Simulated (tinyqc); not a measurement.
Inside a calculation. Model: finite-difference solution of the diffusion equation on a small grid. Computed by tinyqc, a small Python program that keeps every step. Command: `OMP_NUM_THREADS=1 python tinyqc.py 3022574 3022575 out.jsonl fdiff walk`. One thread of a shared host (Intel(R) Xeon(R) Processor @ 2.30GHz), about 0.01 s of CPU time with the checks. Intermediate numbers are printed to about 7 digits and carried at full precision; extremes and crossings named in words are read from the listed rows.

dC/dt = D d2C/dx2 on nodes x_j = j dx, j = 0..7; the far end is sealed.

Inputs (values chosen for the exercise):
```
quantity           value              unit
diffusivity D        1.5            nm^2/s
grid spacing dx        5                nm
time step dt         4.5                 s
final time t_f       135                 s
surface value C_s     90  % of a reference
```

Boundary at x = 0: fixed surface value. Scheme: explicit.

start values C_j, j = 0, 1, ... (% of a reference): 0  0  0  0  0  0  0  0

## Mesh ratio and operator

The operator M acts as (M C)_j = C_(j-1) - 2 C_j + C_(j+1); at the sealed far end a mirror node gives 2 C_(N-2) - 2 C_(N-1); at j = 0, C_0 is held at C_s from the start (row of zeros). r = D dt/dx^2.

mesh ratio r = 0.27

operator M:
```
   0   1   2   3   4   5   6   7
0  0   0   0   0   0   0   0   0
1  1  -2   1   0   0   0   0   0
2  0   1  -2   1   0   0   0   0
3  0   0   1  -2   1   0   0   0
4  0   0   0   1  -2   1   0   0
5  0   0   0   0   1  -2   1   0
6  0   0   0   0   0   1  -2   1
7  0   0   0   0   0   0   2  -2
```

## Amplification factors

The mode of M with eigenvalue mu has its amplitude multiplied per step by g = (1 + (1 - theta) r mu)/(1 - theta r mu), with theta = 0 explicit, 1 implicit, 1/2 Crank-Nicolson; the explicit scheme is stable for r up to 2/|mu_min|.

eigenvalues mu of M: -3.949856  -3.563663  -2.867767  -2.000000  -1.132233  -0.436337  -0.050144  0.000000

factors g: -0.066461  0.037811  0.225703  0.460000  0.694297  0.882189  0.986461  1.000000

largest stable r of the explicit scheme = 0.5063476

The smallest factor is -0.066: the shortest waves flip sign at each step while they decay.

## Time step 1

C at the start (%): 90  0  0  0  0  0  0  0

With r = D dt/dx^2: (1 - theta r M) C(new) = (1 + (1 - theta) r M) C(old); theta = 0 explicit, 1 implicit, 1/2 Crank-Nicolson.

C after step 1 (%): 90.0  24.3  0.0  0.0  0.0  0.0  0.0  0.0

## Time step 2

The formulas are those given above.

C after step 2 (%): 90.000  35.478  6.561  0.000  0.000  0.000  0.000  0.000

## All steps

The run takes n = round(t_f/dt) steps of length t_f/n. The dose is the trapezoidal sum of C dx; the error is the largest difference from exp(M D t/dx^2) C(0), the exact time evolution on the same grid.

Course of the run:
```
step  t (s)       C_1       C_4  dose (% nm)  largest error
1       4.5  24.30000   0.00000      346.500       5.324255
2       9.0  35.47800   0.00000      435.195       4.655598
3      13.5  42.39135   0.00000      508.800       3.656616
4      18.0  47.20124   0.47830      573.071       2.858510
5      22.5  50.79660   1.35836      630.850       2.275731
6      27.0  53.61542   2.50991      683.774       1.852355
7      31.5  55.90225   3.82596      732.893       1.539510
...     ...       ...       ...          ...            ...
24    108.0  70.55914  24.89443     1311.601       0.437951
25    112.5  70.94113  25.85705     1337.846       0.414441
26    117.0  71.30380  26.79724     1363.576       0.394307
27    121.5  71.64912  27.71637     1388.815       0.375451
28    126.0  71.97883  28.61567     1413.589       0.357870
29    130.5  72.29445  29.49624     1437.918       0.341543
30    135.0  72.59732  30.35910     1461.820       0.326433
```

C at the end (%): 90.00000  72.59732  56.27354  41.96321  30.35910  21.88855  16.75965  15.04531

largest error at t_f = 0.3264333 %

final dose = 1461.820 % nm

final C_4 = 30.35910 %

The time-step error at the end is 0.33 on a scale of 90.0. The dose grows as material enters from the surface.

## The three schemes as the step is halved

Each run reaches t_f in n equal steps; errors are the largest difference from exp(M D t_f/dx^2) C(0). A dash marks unstable explicit runs.

Largest error at t_f (%):
```
steps n         r  explicit  implicit  Crank-Nicolson
4        2.025000         -  2.574637    1.141930e+00
8        1.012500         -  1.270568    6.448888e-02
16       0.506250  1.665425  0.630447    1.612931e-02
32       0.253125  0.306314  0.313026    4.037833e-03
64       0.126562  0.154153  0.155826    1.009806e-03
128      0.063281  0.077305  0.077723    2.524734e-04
256      0.031641  0.038707  0.038812    6.311970e-05
```

From the last two rows, halving the step divides the error by 2.00 (explicit), 2.00 (implicit), 4.00 (Crank-Nicolson): a factor 2 marks first order in dt and 4 second order. The explicit scheme needs n of at least 16 to be stable; the other two are stable at any step.

Checks made by the program: matrix exponential against 4096 Crank-Nicolson steps (relative difference 3e-09).
